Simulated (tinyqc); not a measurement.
Switching kinetics of a ferroelectric film and the memory window of a ferroelectric gate stack. Changing the thickness t_F. Computed by tinyqc, a small Python program. Command: `OMP_NUM_THREADS=1 python tinyqc.py 3022819 3022820 out.jsonl feswitch sweep`. One thread of a shared host (Intel(R) Xeon(R) Processor @ 2.30GHz), about 0.02 s of CPU time with the checks.

Fields in MV/cm; 1 microcoulomb/cm^2 over eps_0 is 11.29409 MV/cm. In the stack (metal, ferroelectric, interlayer, channel) the channel is taken as a conductor.

Inputs (values chosen for the exercise, for a model hafnia-based film): saturation polarisation P_s = 32 microcoulomb/cm^2; ratio P_r/P_s = 0.73; coercive field E_c = 1.5 MV/cm; permittivity of the ferroelectric eps_F = 43; permittivity of the interlayer eps_I = 5.5; interlayer thickness t_I = 0.86 nm; share s of P screened by trapped charge = 0.84; pulse height V = 4.7 V; time constant t_inf = 5.7e-10 s; activation field E_a = 7.2 MV/cm; Merz exponent alpha = 1; dimension n = 2; pulse length t_p = 1.6e-05 s; breakdown field of the interlayer = 17 MV/cm.

Kinetics: Kolmogorov-Avrami-Ishibashi (KAI).

Method:
- Saturated branches: P(E) = P_s tanh[(E -/+ E_c)/(2 delta)], delta = E_c/ln[(1 + P_r/P_s)/(1 - P_r/P_s)]; D = P + eps_0 eps_F E.
- At threshold the channel charge is negligible, so D = 0 on each branch: (1 - s) P(E) + eps_0 eps_F E = 0, with the screened share s. The rising branch has the root E0 between 0 and E_c; window = 2 E0 t_F; its upper bound is 2 E_c t_F.
- Series stack: V = E_F t_F + E_I t_I and eps_I E_I = eps_F E_F + (1 - s) P/eps_0. Before switching P = -P_r, after it P = +P_s; in retention V = 0 and P = +P_r.
- Merz's law: t1 = t_inf exp[(E_a/E)^alpha] at the mean of the fields before and after switching. KAI: switched share = 1 - exp[-(t/t1)^n].

One run for each value:
```
thickness t_F (nm)  memory window (V)  depolarising field over E_c  E_F after switching (MV/cm)  switching time t1 (s)
4.0                            0.5195                      0.41034                       3.5397             3.0785e-09
7.7                            1.0000                      0.30508                       2.6317             5.5090e-09
11.0                           1.4285                      0.24828                       2.1417             9.2571e-09
15.0                           1.9480                      0.20256                       1.7473             1.7366e-08
19.0                           2.4675                      0.17106                       1.4756             3.2577e-08
23.0                           2.9869                      0.14804                       1.2770             6.1112e-08
30.0                           3.8960                      0.11982                       1.0336             1.8376e-07
```

Give the missing row, thickness t_F (nm) = 26.0.

Computed row:
```
thickness t_F (nm)  memory window (V)  depolarising field over E_c  E_F after switching (MV/cm)  switching time t1 (s)
26.0                           3.3765                      0.13447                       1.1600             9.7957e-08
```

Interpolating between the two neighbouring rows (the first column on a logarithmic scale, the others too where they are positive) misses most in switching time t1 (s), by 3.7 %. Over the rows, memory window (V) rises from 0.519 to 3.90 (exponent d ln y / d ln x about 1.00 throughout); depolarising field over E_c falls from 0.410 to 0.120 (exponent d ln y / d ln x -0.45 between the first rows and -0.81 between the last); E_F after switching (MV/cm) falls from 3.54 to 1.03 (exponent d ln y / d ln x -0.45 between the first rows and -0.81 between the last). The exponent of memory window stays at 1: the window is a field times the thickness.

Caution (all rows): the interlayer field exceeds its breakdown field, so charge injection would change the fields. Caution (rows 19.0, 23.0, 26.0, 30.0): E_F after switching lies below E_c, so switching stalls before P_s and that state is not reached.
